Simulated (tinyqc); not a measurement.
Changing the contact length d: specific resistance of a metal-semiconductor contact and its transmission-line measurement. Computed by tinyqc, a small Python program. Command: `OMP_NUM_THREADS=1 python tinyqc.py 3027561 3027562 out.jsonl contact sweep`. One thread of a shared host (Intel(R) Xeon(R) Processor @ 2.30GHz), about 0.01 s of CPU time with the checks.

The barrier is parabolic (depletion approximation), energies E are normal energies counted from the band edge in the neutral semiconductor (downwards for holes), and the bias is zero. xi is an input, held fixed when other inputs move.

Inputs (values chosen for the exercise, modelled on n-type 4H-SiC):

| quantity | value | unit |
|---|---|---|
| tunnelling mass m | 0.28 | m_0 |
| permittivity eps | 9.7 | - |
| Richardson constant A* | 139 | A/(cm^2 K^2) |
| barrier height phi_B | 0.74 | eV |
| doping N | 1.9e+19 | 1/cm^3 |
| Fermi level above the band edge in the bulk, xi | -0.023 | eV |
| temperature T | 500 | K |
| sheet resistance R_sh | 1600 | ohm |
| contact width W | 0.093 | micrometre |

Image-force lowering: left out.

Constants: hbar = 1.054571817e-34 J s; eps_0 = 8.8541878128e-12 F/m; m_0 = 9.1093837015e-31 kg; k_B = 8.617333262e-05 eV/K; e = 1.602176634e-19 C.

Method:
- E_00 = (e hbar/2) sqrt(N/(eps eps_0 m)); band bending E_b = phi_B + xi; depletion width w = sqrt(2 eps eps_0 E_b/(e^2 N)).
- WKB transmission for E < E_b, with a = E/E_b: D = exp{-(E_b/E_00) [sqrt(1 - a) - a ln((1 + sqrt(1 - a))/sqrt(a))]}; D = 1 above.
- At zero bias 1/rho_c = (e A*/k_B^2) int D(E) f(E) dE, f = 1/(1 + exp((E - xi)/k_B T)); 200 Gauss-Legendre points from 0 to E_b, and k_B T ln(1 + exp((xi - E_b)/k_B T)) for the part above the barrier; the share of tunnelling is the part below.
- Transmission-line model: transfer length L_T = sqrt(rho_c/R_sh); R_c = (R_sh L_T/W) coth(d/L_T). Limits: rho_c/(W d) for d << L_T, sqrt(rho_c R_sh)/W for d >> L_T.
- Transmission-line model: transfer length L_T = sqrt(rho_c/R_sh); R_c = (R_sh L_T/W) coth(d/L_T). Two contacts a gap s apart give R = 2 R_c + R_sh s/W. A straight-line fit gives R_sh from the slope and R_c from the intercept; the simple reading takes L_x = R_c W/R_sh as the transfer length and rho_c = R_sh L_x^2.

One run for each value:

| contact length d (micrometre) | contact resistance R_c (ohm) | d/L_T | simple reading over true value |
|---|---|---|---|
| 0.018 | 2.411e+06 | 1.133e-02 | 7.785e+03 |
| 0.047 | 9.235e+05 | 2.959e-02 | 1.142e+03 |
| 0.12 | 3.623e+05 | 7.556e-02 | 1.758e+02 |
| 0.33 | 1.334e+05 | 2.078e-01 | 2.383e+01 |
| 0.88 | 5.425e+04 | 5.541e-01 | 3.943e+00 |
| 2.3 | 3.052e+04 | 1.448e+00 | 1.247e+00 |
| 6.2 | 2.734e+04 | 3.904e+00 | 1.002e+00 |
| 16 | 2.732e+04 | 1.007e+01 | 1.000e+00 |

Over the rows, contact resistance R_c (ohm) falls from 2.41e6 to 27300 (exponent d ln y / d ln x -1.00 between the first rows and -8.6e-4 between the last); d/L_T rises from 0.0113 to 10.1 (exponent d ln y / d ln x about 1.0 throughout); simple reading over true value falls from 7780 to 1.00 (exponent d ln y / d ln x -2.0 between the first rows and -0.0017 between the last). At the low end the exponent of contact resistance R_c is -1.00, close to -1: a short contact.  Left out: 0.00660 (the contact is far too resistive to measure).
